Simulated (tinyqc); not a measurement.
Worked calculation: thin-film optics by transfer matrices. Values are carried at full precision from step to step, so a last printed digit may differ when a step is redone from the rounded ones.

Indices N = n + i k. Snell: N0 sin(theta) = N_j sin(theta_j), with Im(N_j cos theta_j) >= 0. Admittance y_j = N_j cos theta_j for s and N_j/cos theta_j for p. Phase delta_j = 2 pi N_j cos theta_j d_j/lambda. Layer matrix [[cos delta, -i sin delta/y], [-i y sin delta, cos delta]], multiplied from the top down to M. (B, C) = M (1, y_sub); r = (y0 B - C)/(y0 B + C), R = |r|^2, T = 4 Re y0 Re y_sub/|y0 B + C|^2, absorbed in the films 1 - R - T.

Values chosen for the exercise (indices near those of resist, ARC on Si; the results hold for these values, not for the real material): lam = 365 nm (vacuum wavelength); n0 = 1 (ambient index); n = (1.711, 1.758, 6.581) (n of resist, ARC, substrate); k = (0.026, 0.303, 2.843) (k in the same order); d = (838, 62.5) nm (thicknesses, top first); theta = 30 degrees (angle of incidence); pol = s (polarisation).

## Angles, admittances and phases

Form cos theta_j, y_j and delta_j.

cos theta_j: ambient 0.8660, film 1 0.9564+0.0014i, film 2 0.9624+0.0137i, substrate 0.9983+0.0018i

y_j: ambient 0.8660, film 1 1.6363+0.0272i, film 2 1.6877+0.3156i, substrate 6.5650+2.8499i

delta_j (rad): film 1 23.6049+0.3922i, film 2 1.8158+0.3396i

## Layer matrices and their product

Form each matrix and multiply from the top down.

matrix of film 1:
```
                 1               2
1   0.0463+0.4019i  0.0215+0.6578i
2  -0.0010+1.7626i  0.0463+0.4019i
```

matrix of film 2:
```
                 1                2
1  -0.2567-0.3358i  -0.1580-0.5787i
2   0.1823-1.7591i  -0.2567-0.3358i
```

M:
```
                1               2
1  1.2841-0.0366i  0.4407-0.2663i
2  1.3076-0.4603i  1.1434-0.3966i
```

Each matrix has determinant 1, and so has M.

## Reflection and transmission

Close the stack on the substrate.

B, C: 4.9361-0.5293i  9.9440+0.1946i

r = -0.3977-0.0533i
R = 0.1610
T into the substrate = 0.1124
absorbed in the films = 0.7265

The bare substrate would reflect 0.6410.

## Ellipsometric angles

Ellipsometry: rho = tan(Psi) exp(i Delta) = -conj(r_p/r_s) with the r of the admittance formula, Delta in 0 to 360 degrees, so that a bare dielectric at small angles gives Delta = 180.

Repeat the steps for both polarisations.

r_s = -0.3977-0.0533i
r_p = -0.3080-0.0604i
Psi = 38.03 degrees
Delta = 176.54 degrees

## Checks

- R against the recursion of Airy sums from the substrate up: both 0.16103.

tinyqc: `OMP_NUM_THREADS=1 python tinyqc.py 1680451 1680452 out.jsonl`; about 0.01 s, one thread, shared Intel(R) Xeon(R) Processor @ 2.30GHz.
